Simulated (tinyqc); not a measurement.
Composition and strain of an epitaxial Si(1-x)Ge(x) layer from Raman and X-ray peaks. From Ge-Ge peak back to Ge fraction x. Computed by tinyqc, a small Python program. Command: `OMP_NUM_THREADS=1 python tinyqc.py 3012312 3012313 out.jsonl epiraman inv`. One thread of a shared host (Intel(R) Xeon(R) Processor @ 2.30GHz), about 0.01 s of CPU time with the checks.

A (001) layer, biaxially strained in the plane. The Raman peaks follow empirical lines omega = w0 + c1 x + c3 x^3 + b eps (c3 for Si-Ge alone), with eps the in-plane strain.

Inputs (values chosen for the exercise, modelled on silicon-germanium): degree of relaxation R = 0.53; lattice constant of Si = 5.431 angstrom; lattice constant of Ge = 5.658 angstrom; bowing B = 0.027 angstrom; 2 C12/C11 of Si = 0.769; 2 C12/C11 of Ge = 0.757; Si-Si: w0 = 520.9 1/cm; Si-Si: c1 = -63.6 1/cm; Si-Si: strain coefficient b = -681 1/cm; Si-Ge: w0 = 399.8 1/cm; Si-Ge: c1 = 24.6 1/cm; Si-Ge: c3 = -35 1/cm; Si-Ge: strain coefficient b = -594 1/cm; Ge-Ge: w0 = 280.4 1/cm; Ge-Ge: c1 = 20 1/cm; Ge-Ge: strain coefficient b = -443 1/cm.

Substrate: silicon.

Method:
- Relaxed lattice constant a(x) = a_Si + (a_Ge - a_Si) x - B x (1 - x).
- In-plane constant a_par = a_sub + R (a(x) - a_sub); eps = a_par/a(x) - 1; eps_perp = -(2 C12/C11) eps with 2 C12/C11 linear in x; a_perp = a(x) (1 + eps_perp).
- Insert x and eps in the three lines; the strain part is b eps.

Problem. A run gave the result below. Find the Ge fraction x, known to lie between 0.59 and 0.91.

Ge-Ge peak = 299.8271 1/cm

Solution.

Each step takes the trial c = (a f_b - b f_a)/(f_b - f_a), f being the result less the target and a, b, c the logarithms of the listed values; c replaces end b, the old b replaces a if the sign of f changed, and otherwise f_a is halved.

Scan of the range:
```
Ge fraction x  Ge-Ge peak (1/cm)
0.590                    296.972
0.634                    298.227
0.682                    299.598
0.733                    301.058
0.788                    302.637
0.847                    304.334
0.910                    306.150
```

False position (Illinois rule, in the logarithm of the input) inside the bracket:
```
step     end a     end b     trial  Ge-Ge peak (1/cm)
1     0.682000  0.733000  0.689753            299.820
2     0.733000  0.689753  0.689994            299.827
3     0.733000  0.689994  0.690008            299.827
4     0.689994  0.690008  0.690001            299.827
```

Ge-Ge peak rises at every point of a 13-point scan of the range (every second point is shown), so one value fits; it is bracketed by 0.682 and 0.733. Answer: Ge fraction x = 0.6900.
